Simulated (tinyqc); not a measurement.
Convergence with the size of the ring: vibrations of a mass or spring defect in a linear chain. Computed by tinyqc, a small Python program. Command: `OMP_NUM_THREADS=1 python tinyqc.py 3016917 3016918 out.jsonl localmode walk`. One thread of a shared host (Intel(R) Xeon(R) Processor @ 2.30GHz), about 0.01 s of CPU time with the checks.

A ring of N atoms with nearest-neighbour springs k and motion along the chain. Atom 1 is the defect, of mass M', and its two springs are k'. All other atoms have the mass M.

Inputs (values chosen for the exercise, for a model chain): spring constant k = 4.51 eV/angstrom^2; host mass M = 102 u; defect mass M' = 41.9 u; spring ratio k'/k at the defect = 1.

Host: monatomic.

Constants: nu for 1 eV/(angstrom^2 u) = 15.6333042 THz.

Method:
- Host band: lambda from 0 to 4k/M.
- nu = 15.6333042 THz x sqrt(lambda), lambda in eV/(angstrom^2 u).
- D_ii = (sum of the two springs at i)/M_i, D_ij = -k_ij/sqrt(M_i M_j) for neighbours, closed into a ring.
- The same matrix for 120 atoms; amplitudes are the mass-weighted eigenvector, in size, relative to the defect, for the highest mode; its weight is the squared component of the normalised eigenvector on the defect.

band edges (THz): [0.00000, 6.57459]

ratio to the top of the host band = 1.23766

highest frequency, long ring = 8.13712 THz

weight of the highest mode on the defect = 0.741518

Highest mode:
```
N    frequency (THz)  weight on the defect  modes outside the bands
4             8.1740               0.71671                        1
6             8.1397               0.73812                        1
8             8.1373               0.74118                        1
12            8.1371               0.74152                        1
20            8.1371               0.74152                        1
40            8.1371               0.74152                        1
80            8.1371               0.74152                        1
120           8.1371               0.74152                        1
```

What does the comparison show, and why?

The local mode is within 0.01 % of its final value from N = 8 on, and its weight on the defect settles at 0.742: a bound mode needs only a cell larger than its decay length.

Extremes, crossings and ranges named in words are read from the listed rows.
